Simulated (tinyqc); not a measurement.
FinFET, parasitic resistance, capacitance and delay: one step of the calculation.

Nf fins under one contact; each has gated perimeter p = 2 Hf + Wf and cross-section A = Hf Wf; contact width Wc = Nf pf, stack height Hs = Hf. Contact length Lc = CPP - Lg - 2 Lsp, shared by two neighbouring gates. Source and drain sides are equal. The formulas are first-order estimates, not field solutions.

Problem. Capacitances. With N fins: gate Cg = Cinv p N Lg; per side, plate Cp = ks eps0 [Wc (Hs + Hc) - N A]/Lsp, top fringe Cf = (2/pi) ks eps0 Wc ln(1 + Lg/(2 Lsp)), overlap Co = Cinv p N Lov. Cs = Cp + Cf + Co. An inverter of two such devices driving an equal one has the load CL = 2 (Cg + 2 Cs) + 4 Cs + Cw (its own drains counted twice for the Miller effect).

Parameters, values chosen for the exercise; values close to those of silicon logic devices:
- Nf = 1 (number of fins)
- Hf = 50 nm (fin height)
- Wf = 7 nm (fin width)
- pf = 42 nm (fin pitch)
- Lg = 20 nm (gate length)
- Lsp = 7 nm (spacer length)
- ks = 3.3 (relative permittivity of the spacer)
- Hc = 30 nm (gate height above the channel stack)
- Lov = 1.5 nm (gate overlap)
- Cinv = 2.9 uF/cm^2 (inversion capacitance)
- Cw = 0.18 fF (wire load)

Constants: eps0 = 8.8541878128e-12 F/m. Results are converted to the units shown.

Wanted: Cg; Cp; Cf; Co; CL.

Solution.

Cg = 62.06 aF
Cp = 12.56 aF
Cf = 0.6932 aF
Co = 4.654 aF
CL = 447.4 aF

The channel capacitance gives 27.7 % of CL, the parasitic parts 32.0 % and the wire 40.2 %.

Program tinyqc, `OMP_NUM_THREADS=1 python tinyqc.py 2170020 2170021 out.jsonl`; Intel Xeon 2.30GHz, shared host, one thread, about 0.02 s.
